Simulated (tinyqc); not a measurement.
Defect-molecule model of a vacancy with Jahn-Teller distortion: one step. Relaxed charge states.

Four dangling hybrids a, b, c, d point into the vacancy: H_ii = E0, and -gm between any two. A tetragonal distortion Q pairs a with b and c with d: those two couplings become -gm - I Q and the other four -gm + I Q/2, at an elastic cost k Q^2/2. The a1 level holds two electrons; charge states 2+, + and 0 put n = 0, 1, 2 more into the lowest level of t2 origin. Energy from the 2+ state at Q = 0, with the Fermi level mu counted from Ev: W_n(Q) = n (et - 2 I Q) + k Q^2/2 + Uc n (n - 1)/2 - n mu. et = E0 + gm is the undistorted t2 level.

Values chosen for the exercise (of the size used for the vacancy in silicon; the results hold for these values, not for the real material): E0 = -0.23 eV (level of a dangling hybrid, from Ev); gm = 0.41 eV (coupling between two dangling hybrids); I = 1.07 eV/angstrom (Jahn-Teller coupling); k = 18.3 eV/angstrom^2 (force constant of the mode); Uc = 0.29 eV (repulsion of two electrons in one orbital).

Task: Minimise W_n over Q: Q_n = 2 n I/k, gain n^2 E_JT with E_JT = 2 I^2/k. W_n at mu = 0 is n et - n^2 E_JT + Uc n (n - 1)/2.

Give: E_JT; States.

Result:

E_JT = 0.1251 eV

States:
```
n  charge  Q_n (angstrom)  gain (eV)  W_n (eV)
0      2+          0.0000     0.0000    0.0000
1       +          0.1169     0.1251    0.0549
2       0          0.2339     0.5005    0.1495
```

Computed by tinyqc, a small Python program: `OMP_NUM_THREADS=1 python tinyqc.py 1482381 1482382 out.jsonl` (the numbers bound the seed that draws the inputs); one thread of a shared host (Intel(R) Xeon(R) Processor @ 2.30GHz), about 0.01 s for the whole set of steps.
